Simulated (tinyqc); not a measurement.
Dopants and charged point defects at anneal temperature: Fermi-level effect, clustering and pairing: one step, computed by the program tinyqc. Command: `OMP_NUM_THREADS=1 python tinyqc.py 3000416 3000417 out.jsonl pairing walk`. One thread of a shared host (Intel(R) Xeon(R) Processor @ 2.30GHz), about 0.01 s of CPU time with the checks.

Boltzmann statistics and full ionisation of active dopants. Energies are counted from the valence band; the defect (a vacancy or self-interstitial) has five charge states, with all degeneracy factors one.

Task: Pairing in storage. An oppositely charged mobile impurity (density M) pairs with the dopant: pairs/free = Z (N_2/N_s) exp(E_b/k_B T_2) for M << N_2; capture radius R = e^2/(4 pi eps eps_0 k_B T_2); D_m = D_0 exp(-E_m/k_B T_2); association rate 4 pi R D_m N_2; dissociation rate = association rate/(pairs/free); tau = 1/(sum of both). Trapping slows long-range motion to D_m/(1 + pairs/free).

Inputs (values chosen for the exercise, with bands modelled on germanium): site density N_s = 2.9e+22 cm^-3; pair binding energy E_b = 0.61 eV; pair configurations Z = 6; storage temperature T_2 = 360 K; impurity diffusion prefactor D_0 = 0.00034 cm^2/s; impurity migration energy E_m = 0.47 eV; dielectric constant eps = 15.8; active dopant density in the stored part N_2 = 5.7e+16 cm^-3.

Dopant: acceptor. Second part: pairing with a mobile impurity.

Constants: k_B = 8.617333262e-05 eV/K; e^2/(4 pi eps_0) = 14.39964548 eV angstrom.

Give: pairs/free; paired share; capture radius R; D_m; pairing time constant; effective diffusivity of the impurity.

Result:

pairs/free = 4085.6

paired share = 0.99976

capture radius R = 29.378 angstrom

D_m = 8.9489e-11 cm^2/s

pairing time constant = 0.053091 s

effective diffusivity of the impurity = 2.1898e-14 cm^2/s
